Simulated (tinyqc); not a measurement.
Donor in an ellipsoidal valley (Kohn-Luttinger variational method). Inputs raised by 10 %, one at a time. Computed by tinyqc, a small Python program. Command: `OMP_NUM_THREADS=1 python tinyqc.py 3025573 3025574 out.jsonl kohnlutt sens`. One thread of a shared host (Intel(R) Xeon(R) Processor @ 2.30GHz), about 0.1 s of CPU time with the checks.

H = -(d^2/dx^2 + d^2/dy^2) - gamma d^2/dz^2 - 2/r in units built on m_t, with gamma = m_t/m_l and z along the valley axis. One valley; no valley-orbit or central-cell term.

Inputs (values chosen for the exercise, for a model semiconductor): transverse mass m_t = 0.0466 m_0; longitudinal mass m_l = 0.194 m_0; dielectric constant eps = 10.6.

Constants: Ry = 13.605693123 eV; a_0 = 0.529177210903 angstrom.

Method:
- Ry* = Ry m_t/eps^2, a* = a_0 eps/m_t, gamma = m_t/m_l.
- Trial function exp(-sqrt((x^2 + y^2)/a^2 + z^2/b^2)) with beta = b/a < 1: E = t/a^2 - u/a, t = (2 + gamma/beta^2)/3, u = 2 arcsin(sqrt(1 - beta^2))/sqrt(1 - beta^2); the best a is 2 t/u and E(beta) = -u^2/(4 t).
- Golden-section search on beta from 0.05 to 0.999, 60 steps.
- Gaussian basis: g = P exp(-al (x^2 + y^2) - be z^2) with P = 1 (s-like), z (2p0) or x (2p+-); al = 0.004 x 2.6^k, k = 0..11, and be/al = 1, gamma^(-1/2) or 1/gamma (36 functions); 1/r = (2/sqrt(pi)) int exp(-t^2 r^2) dt by 48 Gauss-Legendre points after t = sqrt(al_i + al_j) tan(theta); overlap eigenvalues below 1e-10 are dropped.

Runs; columns: (1) input moved; (2) from; (3) to; (4) 2p0 binding energy (meV); (5) 2p+- binding energy (meV); (6) radius a of the 1s trial function (angstrom); (7) radius b of the 1s trial function (angstrom):
```
(1)                             (2)      (3)     (4)     (5)     (6)     (7)
base run                          -        -  3.0381  1.7787   92.16  55.697
transverse mass m_t (m_0)    0.0466  0.05126  3.1926  1.9324   85.09  53.168
longitudinal mass m_l (m_0)   0.194   0.2134  3.1778  1.8003   90.77  53.062
dielectric constant eps        10.6    11.66  2.5108  1.4700  101.38  61.267
```

Exponents ln(y'/y) / ln(x'/x):
```
input                    2p0 binding energy  2p+- binding energy  radius a of the 1s trial function  radius b of the 1s trial function
transverse mass m_t                   0.520                0.869                             -0.837                             -0.488
longitudinal mass m_l                 0.472                0.127                             -0.159                             -0.509
dielectric constant eps              -2.000               -2.000                              1.000                              1.000
```

Among the inputs moved here: 2p0 binding energy answers most in size to dielectric constant eps (exponent -2.000), next to transverse mass m_t (+0.520). Its exponent -2.000 in dielectric constant eps: energies scale as 1/eps^2 and lengths as eps. 2p+- binding energy answers most in size to dielectric constant eps (exponent -2.000), next to transverse mass m_t (+0.869). Its exponent -2.000 in dielectric constant eps: energies scale as 1/eps^2 and lengths as eps. Radius a of the 1s trial function answers most in size to dielectric constant eps (exponent +1.000), next to transverse mass m_t (-0.837). Its exponent +1.000 in dielectric constant eps: energies scale as 1/eps^2 and lengths as eps. Radius b of the 1s trial function answers most in size to dielectric constant eps (exponent +1.000), next to longitudinal mass m_l (-0.509). Its exponent +1.000 in dielectric constant eps: energies scale as 1/eps^2 and lengths as eps.
